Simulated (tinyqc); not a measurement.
Inside a calculation. Method: sp3 tight binding, zinc-blende lattice. One step of it, computed by the program tinyqc.

Problem. Bloch Hamiltonian at G. Slater-Koster rules over the four bonds with direction cosines (l, m, n): ss V_ss; s-px l V_sp; px-s -l V_sp; px-px l^2 V_pps + (1 - l^2) V_ppp; px-py l m (V_pps - V_ppp); each times exp(i k.d).

Parameters chosen for this model: zinc-blende lattice, anion at 0, cation at a/4 (1,1,1); V = eta hbar^2 / (m d^2), hbar^2/m = 7.619964 eV angstrom^2:
```
parameter          value      unit
a               5.200000  angstrom
d               2.251666  angstrom
Es anion      -11.540000        eV
Ep anion       -5.660000        eV
Es cation     -11.540000        eV
Ep cation      -5.660000        eV
eta ss         -1.320000
eta sp          1.420000
eta pp sigma    2.220000
eta pp pi      -0.630000
V ss           -1.983896        eV
V sp            2.134191        eV
V pp sigma      3.336552        eV
V pp pi        -0.946859        eV
```

k point G (2 pi / a): 0  0  0

Give: H(k) at G.

Solution.

H(k) at G (eV), lower triangle:
```
          a s    a px    a py    a pz      c s    c px    c py    c pz
a s   -11.540
a px    0.000  -5.660
a py    0.000   0.000  -5.660
a pz    0.000   0.000   0.000  -5.660
c s    -7.936   0.000   0.000   0.000  -11.540
c px    0.000   1.924   0.000   0.000    0.000  -5.660
c py    0.000   0.000   1.924   0.000    0.000   0.000  -5.660
c pz    0.000   0.000   0.000   1.924    0.000   0.000   0.000  -5.660
```
